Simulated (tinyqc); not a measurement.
Hueckel theory of the pi electrons with the omega technique, for the molecule BC=CC(=C)C=CF (SMILES; centres numbered as the heavy atoms are written), step by step. One step of it, computed by the program tinyqc.

Task: Omega technique, round 1. h_r = h_r(0) + omega q_r, omega = 1, with q_r = z_r - P_rr.

Hueckel matrix in units of beta (H = alpha + beta A), lower triangle:
```
,1B,2C,3C,4C,5C,6C,7C,8F
1B,-1.000000
2C,0.700000,0.000000
3C,0.000000,1.000000,0.000000
4C,0.000000,0.000000,1.000000,0.000000
5C,0.000000,0.000000,0.000000,1.000000,0.000000
6C,0.000000,0.000000,0.000000,1.000000,0.000000,0.000000
7C,0.000000,0.000000,0.000000,0.000000,0.000000,1.000000,0.000000
8F,0.000000,0.000000,0.000000,0.000000,0.000000,0.000000,0.700000,3.000000
```

charge and bond-order matrix P, lower triangle:
```
,1B,2C,3C,4C,5C,6C,7C,8F
1B,0.141763
2C,0.383990,1.074549
3C,0.268960,0.837277,0.865120
4C,-0.066856,-0.021157,0.429437,1.003970
5C,-0.193812,-0.372384,0.114511,0.801821,0.941059
6C,-0.023101,-0.082255,0.003181,0.409093,-0.051601,1.060859
7C,0.032379,0.008168,-0.102600,0.008470,-0.392729,0.892197,0.946339
8F,-0.005086,0.003315,0.019224,-0.017463,0.085816,-0.151500,0.187500,1.966341
```

Centres:
```
centre,"z_r, pi electrons of the neutral centre",h
1B,0,-1.000000
2C,1,0.000000
3C,1,0.000000
4C,1,0.000000
5C,1,0.000000
6C,1,0.000000
7C,1,0.000000
8F,2,3.000000
```

Give: matrix after round 1.

Result:

matrix after round 1, lower triangle:
```
,1B,2C,3C,4C,5C,6C,7C,8F
1B,-1.142
2C,0.700,-0.075
3C,0.000,1.000,0.135
4C,0.000,0.000,1.000,-0.004
5C,0.000,0.000,0.000,1.000,0.059
6C,0.000,0.000,0.000,1.000,0.000,-0.061
7C,0.000,0.000,0.000,0.000,0.000,1.000,0.054
8F,0.000,0.000,0.000,0.000,0.000,0.000,0.700,3.034
```
